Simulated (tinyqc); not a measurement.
Resistance of a source-drain extension with a graded tip: one step of the calculation.

y runs along the channel, the gate covers y > 0. The doping is N0 for y < y0 and N0 10^(-(y - y0)/la) beyond, uniform over the depth xj. Sheet conductance s(y) = q mu(N) max(N - Nch, 0) xj + (for y > 0) ma Cox Vo, with mu(N) = u0 + (u1 - u0)/(1 + (N/Nr)^au) and Cox = eps0 eox/tox. Current is taken as one-dimensional; depletion of the tip, spreading and the contact are left out. The metallurgical junction lies at yj, where N = Nch.

Question. Sheet resistances and junction position. yj = y0 + la log10(N0/Nch); sheet resistance of the full extension 1/[q mu(N0)(N0 - Nch) xj] and of the gate-induced layer 1/(ma Cox Vo); metallurgical length Lg - 2 yj; ye is where the doped and the gate-induced conductances are equal.

Inputs (values chosen for the exercise); mobility law close to that of electrons in silicon:
- eox = 3.9 (relative permittivity of the gate insulator (close to silicon dioxide))
- tox = 1.2 nm (insulator thickness)
- N0 = 1e20 cm^-3 (active doping of the extension far from the gate)
- la = 3.4 nm/decade (lateral abruptness)
- y0 = 3.2 nm (position under the gate where the fall begins (gate edge at 0))
- xj = 28 nm (depth of the extension)
- Nch = 2.5e18 cm^-3 (channel doping)
- Vo = 0.83 V (gate overdrive)
- ma = 220 cm^2/(V s) (mobility of the gate-induced layer)
- u1 = 1414 cm^2/(V s) (mobility at low doping)
- u0 = 68.5 cm^2/(V s) (mobility at high doping)
- Nr = 9.2e16 cm^-3 (reference doping)
- au = 0.711 (exponent)
- Lg = 50 nm (gate length)

Constants: q = 1.602176634e-19 C, eps0 = 8.8541878128e-14 F/cm where lengths are in cm. Results are converted to the units shown.

Give: yj; sheet resistance of the extension; sheet resistance of the induced layer; metallurgical length; ye; N at ye.

Answer.

yj = 8.647 nm
sheet resistance of the extension = 294.0 ohm/square
sheet resistance of the induced layer = 1903 ohm/square
metallurgical length = 32.71 nm
ye = 6.153 nm
N at ye = 1.354e19 cm^-3

The gate takes over 2.49 nm before the junction, where N is still 5.42 times the channel doping.

Program tinyqc, `OMP_NUM_THREADS=1 python tinyqc.py 2282299 2282300 out.jsonl`; Intel Xeon 2.30GHz, shared host, one thread, about 0.03 s.
